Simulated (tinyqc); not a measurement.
Electron mobility of a polar semiconductor by Rode's iterative solution of the Boltzmann equation: one step, computed by the program tinyqc. Command: `OMP_NUM_THREADS=1 python tinyqc.py 3010136 3010137 out.jsonl rode walk`. One thread of a shared host (Intel(R) Xeon(R) Processor @ 2.30GHz), about 0.01 s of CPU time with the checks.

The distribution is f(E) + e F l(E) (-df/dE) cos(theta) for a weak field F, theta counted from the force; l(E) is a mean free path. Elastic processes enter by their momentum rate, polar optical phonons by out- and in-scattering terms. One valley only: where upper valleys lie close, measured mobilities are lower. The density n is prescribed, even where a narrow-gap material would have more intrinsic carriers.

Problem. Rates on one ladder of the grid. Parabolic band: E = hbar^2 k^2/(2 m), speed v = hbar k/m, states per spin, volume and energy g(E) = m k/(2 pi^2 hbar^2). Masses are multiplied by m_0 and all formulas are in SI units. Phonon occupation N_q = 1/(exp(hbar w/(k_B T)) - 1). Acoustic deformation potential (elastic, equipartition, absorption and emission together): 1/tau = 2 pi k_B T D_A^2 g(E)/(hbar rho v_l^2). Piezoelectric (elastic, unscreened, momentum relaxation): 1/tau = e^2 K^2 k_B T m (1 + 2 alpha E)/(2 pi eps_s eps_0 hbar^3 k), with alpha = 0 for a parabolic band. Singly charged impurities, momentum relaxation: 1/tau = N_I e^4 m (1 + 2 alpha E) Phi/(8 pi (eps_s eps_0)^2 hbar^3 k^3), with alpha = 0 for a parabolic band. Brooks-Herring: Phi = ln(1 + b) - b/(1 + b), b = 4 k^2 L_s^2. Polar optical, unscreened: W = e^2 w (1/eps_inf - 1/eps_s) m (1 + 2 alpha E') ln|(k + k')/(k - k')| / (4 pi eps_0 hbar^2 k), times N_q for absorption (E' = E + hbar w) and N_q + 1 for emission (E' = E - hbar w > 0), with alpha = 0 for a parabolic band; mean cosine of the angle <cos> = (k^2 + k'^2)/(2 k k') - 1/ln|(k + k')/(k - k')|. Energy grid E_j = (j + 1/2) hbar w/s, j = 0, 1, ..., up to (max(eta, 0) + 18) k_B T, so that E_j +/- hbar w are grid points; l = 0 beyond the grid; integrals are sums times the spacing. With f' = f(E'): out-scattering S_o = sum over absorption and emission of W (1 - f')/(1 - f); nu = sum of elastic rates; the in-scattering weights are c+ = W_abs <cos> (1 - f')/(1 - f) for E' = E + hbar w and c- likewise for emission.

Inputs (values chosen for the exercise, modelled on CdTe): effective mass m = 0.0953 m_0; static permittivity eps_s = 10.2; high-frequency permittivity eps_inf = 7.1; density rho = 5850 kg/m^3; sound velocity v_l = 3480 m/s; acoustic deformation potential D_A = 5.8 eV; optical phonon energy hbar w = 21.1 meV; piezoelectric coupling K = 0.012; temperature T = 300 K; grid points per phonon energy s = 6.

Band: parabolic. Elastic processes: acoustic, piezoelectric, impurity.

reduced Fermi level eta = -3.824052

ionised impurity density N_I = 1.60e+16 1/cm^3

screening length L_s = 30.29443 nm

Constants: k_B = 8.617333262e-05 eV/K; k_B = 1.380649e-23 J/K; e = 1.602176634e-19 C; hbar = 1.054571817e-34 J s; m_0 = 9.1093837015e-31 kg; eps_0 = 8.8541878128e-12 F/m; hbar = 6.582119569e-16 eV s.

Give: Points j = s/2, s/2 + s, ... (the first seven rungs, or as many as the grid holds), rates in 1e12/s.

Solution.

Points j = s/2, s/2 + s, ... (the first seven rungs, or as many as the grid holds), rates in 1e12/s:
```
E (meV)    v (m/s)     nu    S_o     c+     c-
12.3     2.131e+05  2.859  15.84  6.606   0.00
33.4     3.512e+05  1.097  35.73  7.946   8.93
54.5     4.485e+05  0.839  38.48  8.176  13.98
75.6     5.283e+05  0.779  38.05  8.159  15.66
96.7     5.975e+05  0.774  37.09  8.064  16.30
117.8    6.594e+05  0.792  36.06  7.941  16.52
138.9    7.161e+05  0.819  35.08  7.812  16.54
```

Points one phonon energy apart are coupled only to each other, so the grid falls into s independent ladders.
